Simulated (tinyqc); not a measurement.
Comparisons within one model: two-band massive Dirac model of the K valleys. A value that a table varies takes the place of the one given here.

Basis (conduction, valence): H = [[D/2, a t (tau kx - i ky)], [a t (tau kx + i ky), -D/2 + lam tau sz]], valley tau = +/-1, spin sz = +/-1. The gap of a spin and valley is G = D - lam tau sz. Berry curvature Omega = curl of i<u|grad u>; for the conduction band Omega_c = -tau 2 a^2 t^2 G/(G^2 + 4 a^2 t^2 k^2)^(3/2), and Omega_v = -Omega_c.

Constants: hbar^2/2m0 = 3.80998211 eV angstrom^2.

Values chosen for the exercise (near those used for monolayer WS2; the results hold for these values, not for the real material):
- a = 3.193 angstrom (lattice constant)
- D = 1.81 eV (gap parameter)
- t = 1.35 eV (effective hopping)
- lam = 0.226 eV (half the valence spin splitting)

## Away from the valley

Flavour tau = +1, sz = +1. Parabolic transition energy G + 2 a^2 t^2 k^2/G; degree of circular polarisation eta = 2 cos(theta)/(1 + cos^2(theta)). The last column is the Berry flux of the conduction band inside |k|, over 2 pi: -(1 - cos(theta))/2, cos(theta) = G/(transition energy).

Along |k|:
```
|k| (1/angstrom)  transition (eV)  parabolic (eV)  Omega_c (angstrom^2)     eta  flux/2 pi
0.000                      1.5840          1.5840               -14.811  1.0000     0.0000
0.025                      1.5986          1.5987               -14.409  1.0000    -0.0046
0.050                      1.6416          1.6427               -13.306  0.9994    -0.0175
0.075                      1.7109          1.7160               -11.754  0.9970    -0.0371
0.100                      1.8034          1.8186               -10.036  0.9916    -0.0608
0.150                      2.0448          2.1119                -6.885  0.9683    -0.1127
0.200                      2.3414          2.5224                -4.586  0.9282    -0.1617
0.300                      3.0328          3.6955                -2.110  0.8207    -0.2389
```

What does this show?

The curvature halves at |k| = 0.141 1/angstrom, where 2 a t k = 0.766 G. At 0.3 the parabola is 663 meV too high, eta has fallen only to 0.821, and the flux has reached -0.239 of the -1/2 that a whole cone holds. The real bands leave this model beyond about 0.1 to 0.2 1/angstrom, where trigonal warping and other bands enter.

## Hole doping of the spin-split valence bands

The Fermi level lies E below the top of the valence band. kF for the upper and lower band of valley +1 from the two-band energy; each flavour holds kF^2/(4 pi) holes per area and both valleys count. Spin polarisation within one valley; Berry flux removed from valley +1, the sum of (1 - cos(theta_F))/2 with cos(theta_F) = G/sqrt(G^2 + 4 a^2 t^2 kF^2), in units of 2 pi.

Holes:
```
E (meV)  kF upper (1/angstrom)  kF lower  p (1e12/cm^2)  spin polarisation in a valley  flux/2 pi
56.5                    0.0706    0.0000           7.94                          1.000     0.0333
113.0                   0.1016    0.0000          16.43                          1.000     0.0624
226.0                   0.1484    0.0000          35.04                          1.000     0.1110
339.0                   0.1873    0.0000          55.84                          1.000     0.1499
429.4                   0.2157    0.0000          74.05                          1.000     0.1758
497.2                   0.2360    0.0712          96.69                          0.833     0.2141
678.0                   0.2873    0.1659         175.15                          0.500     0.3214
904.0                   0.3479    0.2460         288.98                          0.333     0.4203
```

How do the results move?

Up to E = 2 lam = 452 meV, a density of 78.8e12/cm^2, only the upper band of this model is emptied and each valley is fully spin-polarised, oppositely in the two. Beyond it the polarisation falls, to 0.33 in the last row. The flux, times e^2/h, is in size the change of the Hall conductivity of one valley; the other valley cancels it in the charge current. Rows with kF above about 0.2 1/angstrom lie beyond the range of the model, and in real layers the valley at Gamma, close below in MoS2 and WS2, can take holes as well.

## What each parameter does

Flavour tau = sz = +1 at k = 0: gap G, mass c G/(a t)^2 with c = hbar^2/2m0, Omega_c, and the B - A splitting 2 lam. Each row changes one parameter from the base and keeps the others.

Results:
```
case                 G (eV)  mass (m0)  Omega_c (angstrom^2)  B - A (eV)
base                 1.5840     0.3248               -14.811      0.4520
a = 3.2569 angstrom  1.5840     0.3122               -15.410      0.4520
D = 1.629 eV         1.4030     0.2877               -18.879      0.4520
t = 1.215 eV         1.5840     0.4010               -11.997      0.4520
lam = 0.339 eV       1.4710     0.3016               -17.174      0.6780
```

How do the results move?

The largest shifts from the base row, up to three for each result and ties (the steps differ in size, so this ranks the rows, not the parameters). G (eV): D -0.1810, lam -0.1130; unchanged at the printed digits by a and t. mass (m0): t +0.0762, D -0.0371, lam -0.0232. Omega_c (angstrom^2): D -4.068, t +2.814, lam -2.363. B - A (eV): lam +0.2260; unchanged at the printed digits by a, D and t. The mass goes as G/(a t)^2 and the curvature as (a t)^2/G^2, so their product is -2c/G.

tinyqc: `OMP_NUM_THREADS=1 python tinyqc.py 1481383 1481384 out.jsonl`; about 0.01 s, one thread, shared Intel(R) Xeon(R) Processor @ 2.30GHz.
